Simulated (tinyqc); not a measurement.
Avalanche multiplication and breakdown of a junction from ionisation integrals: one step, computed by the program tinyqc. Command: `OMP_NUM_THREADS=1 python tinyqc.py 3030605 3030606 out.jsonl impact walk`. One thread of a shared host (Intel(R) Xeon(R) Processor @ 2.30GHz), about 0.01 s of CPU time with the checks.

Ionisation coefficients follow the local field. Position x runs through the depletion layer from the p side (x = 0), where electrons enter, to the n side (x = w), where holes enter. The built-in voltage is neglected.

Task: Multiplication and noise. M_n = 1/(1 - I_n), M_p = M_n exp(-Phi(w)); McIntyre excess noise for the carrier with the larger M, F_x = k M + (1 - k)(2 - 1/M), with k = (smaller M - 1)/(larger M - 1).

Junction: punch-through p+ n- n+.

Every 50th point:
```
x (micrometre),F (MV/cm),alpha_n (1/cm),alpha_p (1/cm),Phi,I_n up to x
0.0,0.1816534,1037.292,23.47527,0.0000000,0.0000000
0.6,0.1758073,834.247,16.24853,0.0548108,0.0544857
1.2,0.1699612,660.968,10.96540,0.0987166,0.0958991
1.8,0.1641150,515.066,7.19560,0.1333287,0.1272008
2.4,0.1582689,394.042,4.57713,0.1601357,0.1506509
3.0,0.1524228,295.325,2.81222,0.1804937,0.1680050
3.6,0.1465767,216.305,1.66199,0.1956190,0.1806466
4.2,0.1407306,154.382,0.94023,0.2065842,0.1896768
4.8,0.1348845,107.012,0.50628,0.2143173,0.1959766
```

Give: M_n; M_p; effective k; excess noise factor.

Result:

M_n = 1.2437

M_p = 1.0038

effective k = 0.015659

excess noise factor = 1.1967

Injecting electrons gives the larger gain and, at equal gain, the lower noise.
